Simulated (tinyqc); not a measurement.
Six-transistor SRAM cell, nodal equations and margins: two steps of the calculation.

Two cross-coupled inverters (pull-down bn, pull-up bp) hold the nodes Q and QB; access transistors (ba, threshold VTn, gate on the word line at Vdd when selected) join them to the bit lines. Transistor (EKV form, voltages against the body): I = 2 n b Vt^2 [F(vp - Vs) - F(vp - Vd)] from drain to source, F(v) = ln^2(1 + exp(v/(2 Vt))), vp = (Vg - VT + sg |Vd - Vs|)/n. n-channel bodies are at 0; for the p-channel device all voltages are counted down from Vdd. b in uA/V^2 gives I in uA. For an access transistor the bit line is the drain and the node the source. In a read both bit lines are at Vdd. The cell is symmetric (no mismatch).

Parameters, values chosen for the exercise:
```
symbol  value    unit                                  meaning
T         400       K                              temperature
Vdd       0.8       V                           supply voltage
n        1.17                                     slope factor
sg      0.051                   drain-induced barrier lowering
VTn      0.39       V                      n-channel threshold
VTp      0.31       V          p-channel threshold (magnitude)
bn        370  uA/V^2  gain factor of the pull-down transistor
ba        180  uA/V^2     gain factor of the access transistor
bp        190  uA/V^2    gain factor of the pull-up transistor
```

Constants: q = 1.602176634e-19 C, kB = 1.380649e-23 J/K, Vt = kB T/q. Results are converted to the units shown.

Problem 1. Node voltages in a read by Newton steps. F1 = In(gate QB, drain Q) - Ip(gate QB, drain Q) - Ia(bit line, Q), F2 the same with Q and QB exchanged; J by central differences with +/- 1e-6 V; solve J d = -F, limit each component to +/- 0.15 V and add.

(Q, QB) at the start (V): Q 0.00000000, QB 0.80000000

Wanted: F1, F2; J; (Q, QB) after iteration 1.

Solution 1.

F1, F2 (uA): -15.65  0.00

J (uS):
```
	Q	QB
F1	235.4	0.0
F2	0.0	92.9
```

(Q, QB) after iteration 1 (V): Q 0.0665, QB 0.8000

Problem 2. The largest square in the read butterfly. f(x) is the node voltage of one half-cell in a read for input x (In - Ip - Ia = 0). Static noise margin: side of the largest square between the curve (x, f(x)) and its mirror image (f(y), y); with h(c) the root x of f(x) - x = c, it is the maximum over c > 0 of h(c) - h(-c) + c.

c, point 0 to 6 (V): 0.12  0.2  0.28  0.33  0.39  0.43  0.47

Wanted: h(c); h(-c); side.

Solution 2.

```
point	h(c) (V)	h(-c) (V)	side (V)
0	0.4101	0.4407	0.0895
1	0.4057	0.4682	0.1375
2	0.3990	0.5024	0.1766
3	0.3905	0.5259	0.1945
4	0.3706	0.5564	0.2041
5	0.3489	0.5786	0.2003
6	0.3203	0.6027	0.1876
```

The maximum over c is 204.1 mV, the read margin; with the word line off (no Ia) the same construction gives 316.1 mV.

Program tinyqc, `OMP_NUM_THREADS=1 python tinyqc.py 2340011 2340012 out.jsonl`; Intel Xeon 2.30GHz, shared host, one thread, about 0.1 s.
